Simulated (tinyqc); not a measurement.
Inside a calculation. Model: out-diffusion of a doped substrate or buried layer into a growing epitaxial film. Computed by tinyqc, a small Python program that keeps every step. Command: `OMP_NUM_THREADS=1 python tinyqc.py 3014051 3014052 out.jsonl buried walk`. One thread of a shared host (Intel(R) Xeon(R) Processor @ 2.30GHz), about 0.01 s of CPU time with the checks. Intermediate numbers are printed to about 6 digits and carried at full precision; extremes and crossings named in words are read from the listed rows.

x is counted from the original substrate surface into the film, whose surface moves as x = v t. Substrate dopant has one diffusivity; the dopant of the film is taken as uniform.

Inputs (values chosen for the exercise, modelled on arsenic in silicon): prefactor D0 = 8.3 cm^2/s; activation energy E = 3.95 eV; substrate concentration C_s = 4.4e+19 1/cm^3; film doping C_e = 7.6e+14 1/cm^3; growth rate v = 0.17 um/min; film thickness d = 7.5 um; growth temperature T = 1000 C; autodoping level at the start, as a share of C_s = 3e-05; decay length of autodoping = 0.71 um; later thermal budget (Dt)2 = 3.9e-10 cm^2.

Film doping: same type as the substrate.

Constants: k_B = 8.617333262e-05 eV/K.

## Scales

D = D0 exp(-E/(k_B T)); growth time t = d/v; l = 2 sqrt(D t); growth number G = v t/l = d/l; 1 um = 1e-4 cm. Temperatures in kelvin are T(C) + 273.15.

diffusivity D = 1.91849e-15 cm^2/s

growth time t = 44.1176 min

length l = 0.0450704 um

growth number G = 166.406

The surface outruns diffusion, so the film acts as an infinite medium.

## Moving boundary against the simple erfc

For a surface that grows from dopant-free material and loses none by evaporation, with u = x/l and s = G - u: C/C_s = (1/2) [erfc(u) + (1 + 4 G (G + s)) exp(4 G s) erfc(G + s) - (4G/sqrt(pi)) exp(-u^2)]; for large G it tends to (1/2) erfc(u). Early in the growth G = sqrt(v x_s/(4 D)) for the thickness x_s reached so far; rows give C at the interface (u = 0) and at the surface (u = G).

The first stage of growth:
```
G     C/C_s at the interface  C at the surface (1/cm^3)  simple erfc there (1/cm^3)    ratio  thickness x_s (nm)
0.10                0.824033                3.49172e+19                 1.95258e+19  1.78826         2.70846e-03
0.25                0.679673                2.41617e+19                 1.59208e+19  1.51762         1.69279e-02
0.50                0.577186                1.23138e+19                 1.05490e+19  1.16729         6.77115e-02
0.75                0.538076                5.79022e+18                 6.35458e+18  0.91119         1.52351e-01
1.00                0.520901                2.49877e+18                 3.46058e+18  0.72206         2.70846e-01
1.50                0.507942                3.53155e+17                 7.45687e+17  0.47360         6.09403e-01
2.00                0.503733                3.36883e+16                 1.02910e+17  0.32736         1.08338e+00
2.50                0.502020                2.11823e+15                 8.95294e+15  0.23660         1.69279e+00
3.00                0.501207                8.62526e+13                 4.85991e+14  0.17748         2.43761e+00
```

At the interface the value falls from 0.824 towards 1/2 as G grows; among these rows it is within 1 % of 1/2 from G = 2 on. At the surface the ratio to the simple erfc goes from 1.788 to 0.177: a fixed wall would double the value, while fresh undoped material dilutes a fast-moving surface. The surface value drops below C_e = 7.6e14 by the row at 2.44 nm; the finished film has G = 166. Caution: rows with a thickness or a length l = x_s/G below about 1 nm are formal for a continuum model.

## Transition width

After growth and the later budget: l2 = 2 sqrt(D t + (Dt)2); C(x) = (C_s/2) erfc(x/l2) + share x C_s exp(-x/decay length) for x > 0 (autodoping taken as unchanged by the later budget). The transition x_t solves C(x) = C_e, where the total doping is twice the intended value. Usable film = d - x_t. Also give x_t for the erfc term alone, after growth and after the later budget.

length l2 = 0.397532 um

x_t after growth, erfc alone = 0.131979 um

x_t after the later budget, erfc alone = 1.16409 um

x_t with autodoping = 1.18921 um

usable film = 6.31079 um

Solid-state diffusion sets the transition. The later budget is 77 times that of the growth. Caution: the substrate doping is comparable to or above the intrinsic density at growth temperature, so the diffusivity may be higher on that side.

## Profile in the film

Positions are 0.05, 0.2, 0.4, 0.6, 0.8, 1, 1.25 and 1.5 of x_t with autodoping (any beyond the film thickness are formal); net doping = C + C_e.

Concentrations (1/cm^3):
```
x/x_t   x (um)    diffusion   autodoping   net doping
0.05   0.05946  1.83144e+19  1.21396e+15  1.83164e+19
0.20   0.23784  8.74468e+18  9.44257e+14  8.74638e+18
0.40   0.47568  1.99320e+18  6.75470e+14  1.99463e+18
0.60   0.71353  2.45019e+17  4.83195e+14  2.46262e+17
0.80   0.95137  1.56887e+16  3.45651e+14  1.67943e+16
1.00   1.18921  5.12740e+14  2.47260e+14  1.52000e+15
1.25   1.48651  2.71673e+12  1.62667e+14  9.25384e+14
1.50   1.78382  4.86459e+09  1.07015e+14  8.67020e+14
```

Checks made by the program: conservation of dopant by the moving-boundary solution (relative difference below 1e-10).
